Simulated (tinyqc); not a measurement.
Deep-level transient spectroscopy (DLTS) of one majority-carrier trap: one step, computed by the program tinyqc. Command: `OMP_NUM_THREADS=1 python tinyqc.py 3029611 3029612 out.jsonl dlts walk`. One thread of a shared host (Intel(R) Xeon(R) Processor @ 2.30GHz), about 0.06 s of CPU time with the checks.

A filling pulse loads the traps in a one-sided junction; under reverse bias they empty at the rate e, and the capacitance relaxes as C(t) = C_0 - dC exp(-e t). The signal is S = [C(t_2) - C(t_1)]/dC.

Task: Peak temperature and width. e = g sigma v N_b exp(-E/k_B T), v = sqrt(3 k_B T/m), N_b = 2 M (2 pi m k_B T/h^2)^(3/2), sigma = sigma_0, E = E_t. S(e) = exp(-e t_1) - exp(-e t_2) peaks at the rate window e_0 = ln(t_2/t_1)/(t_2 - t_1). T_p solves e(T) = e_0 (bisection between 15 and 1500 K); the half-height points solve S = S_max/2 on either side.

Inputs (values chosen for the exercise, with mass and screening modelled on GaN):
```
quantity                    value  unit
density-of-states mass m     1.44   m_0
valleys M                       1     -
trap depth E_t               1.07    eV
cross-section sigma_0     2.7e-16  cm^2
degeneracy ratio g              1     -
gate time t_1               0.003     s
ratio t_2/t_1                 2.5     -
temperature T                 531     K
```

Carriers: holes. Extra term: none.

rate window e_0 = 203.6202 1/s

peak height S_max = 0.3257301

Constants: k_B = 8.617333262e-05 eV/K; k_B = 1.380649e-23 J/K; m_0 = 9.1093837015e-31 kg; h = 6.62607015e-34 J s.

Give: peak temperature T_p; lower half-height point; upper half-height point; full width.

Result:

peak temperature T_p = 578.7 K

lower half-height point = 544.1 K

upper half-height point = 605.6 K

full width = 61.55 K

The width is 10.6 % of T_p, and E_t is 21.5 k_B T_p. Caution: the peak lies above 550 K, where the change of gap and level with temperature, left out here, and leakage of the diode matter.
